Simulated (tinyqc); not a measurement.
Two-node Weyl semimetal on a cubic lattice and its slab, step by step. Values are carried at full precision from step to step, so a last printed digit may differ when a step is redone from the rounded ones.

H = d.s with dx = t sin kx, dy = t sin ky, dz = m (2 - cos kx - cos ky) + M(kz), M = tz (cos k0 - cos kz), k in 1/a. Nodes at (0, 0, +/-k0). Berry curvature of the lower band along z: Omega = d.(dd/dkx x dd/dky)/(2|d|^3), in the sense curl of i<u|grad u>.

Values chosen for the exercise:
```
symbol  value               unit  meaning
t       1.42                eV    hopping in sx and sy
m       1.36                eV    mass term
tz      0.54                eV    hopping along z
k0      1.84                1/a   position of the nodes
k       (0.96, -0.8, 0.77)  1/a   wave vector
N       5                         layers of the small slab
ky      0.34                1/a
kz      2.3                 1/a
```

## One k point

Form M, d, E = -/+ |d| and Omega.

M(kz) = -0.5313 eV

dx, dy, dz (eV): 1.1633  -1.0186  0.4612

|E| = 1.6135 eV
Omega = -0.2047 a^2

## The nodes

Near (0,0,+/-k0): d = (t qx, t qy, +/- tz sin(k0) qz). The chirality is the sign of the product of the three velocities. Each plane of fixed kz with -2m < M < 0 has Chern number -1 in the sense above, so the sum over planes gives sigma_xy of size (e^2/h) 2 k0/(2 pi a).

velocities at +k0 (eV a): 1.4200  1.4200  0.5206

chirality: +k0 1, -k0 -1

|sigma_xy| = 0.5857 e^2/(h a)
M(0) = -0.6836 eV

## The slab at one surface momentum

Slab of N layers along x with hard walls: layer block t sin(ky) sy + (m (2 - cos ky) + M(kz)) sz, block to the next layer t sx/(2i) - m sz/2.

Fill in the matrix.

H (eV):
```
         1+        1-        2+        2-        3+        3-        4+        4-        5+        5-
1+   1.6540  -0.4736i   -0.6800  -0.7100i         0         0         0         0         0         0
1-  0.4736i   -1.6540  -0.7100i    0.6800         0         0         0         0         0         0
2+  -0.6800   0.7100i    1.6540  -0.4736i   -0.6800  -0.7100i         0         0         0         0
2-  0.7100i    0.6800   0.4736i   -1.6540  -0.7100i    0.6800         0         0         0         0
3+        0         0   -0.6800   0.7100i    1.6540  -0.4736i   -0.6800  -0.7100i         0         0
3-        0         0   0.7100i    0.6800   0.4736i   -1.6540  -0.7100i    0.6800         0         0
4+        0         0         0         0   -0.6800   0.7100i    1.6540  -0.4736i   -0.6800  -0.7100i
4-        0         0         0         0   0.7100i    0.6800   0.4736i   -1.6540  -0.7100i    0.6800
5+        0         0         0         0         0         0   -0.6800   0.7100i    1.6540  -0.4736i
5-        0         0         0         0         0         0   0.7100i    0.6800   0.4736i   -1.6540
```

## Levels and layer weights of the middle pair

Diagonalise; sum the weights over the two components of each layer.

levels (eV): -2.9397  -2.6121  -2.0918  -1.4352  -0.7952  0.7952  1.4352  2.0918  2.6121  2.9397

weights:
```
       layer 1  layer 2  layer 3  layer 4  layer 5
lower    0.237    0.264    0.240    0.169    0.090
upper    0.090    0.169    0.240    0.264    0.237
```

The matrix belongs to ky = 0.34, kz = 2.3, where the mass m (1 - cos ky) + M(kz) is +0.2940 eV and t sin(ky) = 0.4736 eV. A positive mass binds no surface state: the middle pair is a confined bulk state.

## Checks

- Omega from the formula against a plaquette of side 1e-4: both -0.2047.
- C of the plane kz = 0 against -1: both -1.00.

(tinyqc, `OMP_NUM_THREADS=1 python tinyqc.py 1452134 1452135 out.jsonl`, Intel(R) Xeon(R) Processor @ 2.30GHz, 1 thread, shared host, about 0.1 s.)
